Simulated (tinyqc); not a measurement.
Full result against the linear law: strain, valley repopulation and piezoresistance in a many-valley conduction band. Computed by tinyqc, a small Python program. Command: `OMP_NUM_THREADS=1 python tinyqc.py 3026965 3026966 out.jsonl valleys walk`. One thread of a shared host (Intel(R) Xeon(R) Processor @ 2.30GHz), about 0.01 s of CPU time with the checks.

Valleys are ellipsoids with mass m_l along the axis a and m_t across it, parabolic, with one constant relaxation time; strain shifts the valleys and leaves the masses alone. Currents are taken along [110], along the load, and along [001], across the load.

Inputs (values chosen for the exercise, modelled on silicon):
```
quantity                               value    unit
longitudinal mass m_l                  0.926     m_0
transverse mass m_t                    0.192     m_0
shear deformation potential Xi_u        9.08      eV
dilation deformation potential Xi_d      1.1      eV
C11                                      167     GPa
C12                                     63.8     GPa
C44                                     79.6     GPa
electron density n                   1.2e+15  1/cm^3
relaxation time tau                       57      fs
temperature T                            300       K
```

Valley axes: <100> (6 valleys in 3 pairs). Load: uniaxial [110].

Constants: k_B = 8.617333262e-05 eV/K; m_0 = 9.1093837015e-31 kg; k_B = 1.380649e-23 J/K; hbar = 1.054571817e-34 J s; e = 1.602176634e-19 C.

Method:
- Each of the 6 valleys holds n_v = N_v (2/sqrt(pi)) F_1/2((E_F - dE_v)/(k_B T)), N_v = 2 (m_d k_B T/(2 pi hbar^2))^(3/2), m_d = (m_l m_t^2)^(1/3); E_F solves sum n_v = n and is counted from the unstrained edge.
- F_j(eta) = int_0^infinity x^j/(1 + exp(x - eta)) dx, without a gamma-function factor. It is evaluated after integrating by parts.
- Integrals over x = E/(k_B T) use 160 Gauss-Legendre points in u = sqrt(x) from 0 to sqrt(max(eta, 0) + 32).
- With eta_0 the reduced Fermi level without strain, r = F_-1/2(eta_0)/(2 F_1/2(eta_0)) (1 for a classical gas) and c = r (Xi_u/k_B T) (m_l - m_t)/(2 m_l + m_t): pi11 = -(2/3) c (S11 - S12), pi12 = -pi11/2, pi44 = 0, with S11 - S12 = 1/(C11 - C12).
- Compliances S11 = (C11 + C12)/((C11 - C12)(C11 + 2 C12)), S12 = -C12/((C11 - C12)(C11 + 2 C12)), S44 = 1/C44; stress sigma_ij = X n_i n_j for the unit vector n of the load; e_xx = S11 sigma_xx + S12 (sigma_yy + sigma_zz), e_xy = S44 sigma_xy/2 (tensor strain).
- Herring-Vogt shift of a valley with unit axis a: dE = Xi_d tr(e) + Xi_u a.e.a.
- Mobility tensor mu = e tau sum_v (n_v/n) [1/m_t + (1/m_l - 1/m_t) a a^T]; unstrained mu_0 = e tau (1/m_l + 2/m_t)/3; resistivity along d from the inverse tensor, rho_d = d.mu^-1.d/(n e), mobility along d = 1/(d.mu^-1.d); gauge pi_d = (rho_d/rho_0 - 1)/X.
- Linear theory: pi_l = (pi11 + pi12 + pi44)/2, pi_t = pi12 along [001].

pi11 = -81.4759 1e-11/Pa

pi12 = 40.7380 1e-11/Pa

pi44 = 0 1e-11/Pa

Resistance changes (%); at 2000 MPa the strain is near or above 1 %, where band warping, left out here, matters:
```
X (MPa)  splitting (meV)  largest share  first direction   linear  second direction   linear
-2000             87.984        0.49182           20.589   40.738            -25.46  -81.476
-1000             43.992        0.45822           15.545   20.369            -21.20  -40.738
-400              17.597        0.39900            7.613    8.148            -12.39  -16.295
-150               6.599        0.36040            3.003    3.055             -5.51   -6.111
-50                2.200        0.34265            1.014    1.018             -1.97   -2.037
50                 2.200        0.35250           -1.022   -1.018              2.11    2.037
150                6.599        0.39224           -3.076   -3.055              6.78    6.111
400               17.597        0.49688           -8.096   -8.148             21.39   16.295
1000              43.992        0.73273          -17.705  -20.369             75.52   40.738
2000              87.984        0.93763          -24.557  -40.738            186.54   81.476
```

What follows from these numbers?

Along the first direction the linear law holds within 10 % for 6 of the 10 stresses, at -400, -150, -50.0, 50.0, 150, 400 MPa. At the largest compression the full change is +20.6 % against the linear +40.7 %, at the largest tension -24.6 % against -40.7 %: once the splitting is comparable with k_B T (or E_F) the populations no longer follow it linearly, and the change must saturate when the upper valleys are empty.

Extremes, crossings and ranges named in words are read from the listed rows.
